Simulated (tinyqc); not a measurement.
Energy and delay of logic against supply voltage: optimum supplies against the temperature.

One expression serves below and above threshold: I(Vg) = Ik [ln(1 + exp((Vg - VT + dd V)/(al nf Vt)))]^al, with I_on = I(V) and I_off = I(0). Gate delay td = kd C V/I_on, clock period LD td. Per gate and cycle the switching energy is act C V^2 and the leakage energy I_off V LD td. No short-circuit current, no variation. Minima are sought above 0.09 V; below a few Vt gates no longer switch and the model has no meaning.

V_min minimises the energy and V_EDP the product of energy and td. VT, Ik and nf are held fixed.

Inputs (values chosen for the exercise); values of the order met in logic technologies: threshold voltage at zero drain bias VT = 0.27 V; slope factor nf = 1.14; barrier lowering per volt of supply dd = 0.06; specific current of a gate Ik = 0.32 uA; exponent of the current law al = 1.34; load capacitance of a gate C = 0.4 fF; delay factor kd = 0.6; logic depth LD = 12; activity factor act = 0.05.

Constants: q = 1.602176634e-19 C, kB = 1.380649e-23 J/K, Vt = kB T/q. Results are converted to the units shown.

Optimum supplies against the temperature:

| T (K) | V_min (V) | energy at V_min (aJ) | leakage share (%) | clock at V_min (MHz) | V_EDP (V) | clock at V_EDP (GHz) |
|---|---|---|---|---|---|---|
| 220 | 0.1197 | 0.4496 | 36.24 | 1.230 | 0.4601 | 3.605 |
| 250 | 0.1360 | 0.5826 | 36.54 | 4.787 | 0.4599 | 3.035 |
| 280 | 0.1521 | 0.7361 | 37.16 | 13.52 | 0.4596 | 2.605 |
| 310 | 0.1680 | 0.9136 | 38.21 | 30.23 | 0.4596 | 2.274 |
| 340 | 0.1837 | 1.120 | 39.76 | 56.51 | 0.4601 | 2.016 |
| 370 | 0.1990 | 1.361 | 41.83 | 91.98 | 0.4618 | 1.815 |
| 400 | 0.2139 | 1.644 | 44.34 | 134.3 | 0.4654 | 1.662 |

Read the table: what changes, and by how much?

As T goes from 220 to 400, V_min rises from 0.120 to 0.214 V, the energy there rises from 0.450 to 1.64 aJ, the clock there rises from 1.23 to 134 MHz and V_EDP goes from 0.4601 through a minimum of 0.4596 (at T = 310 among the rows listed) to 0.4654 V.

Computed by the program tinyqc: `OMP_NUM_THREADS=1 python tinyqc.py 2082027 2082028 out.jsonl`, one thread of a shared Intel Xeon 2.30GHz, about 0.01 s for the whole run.
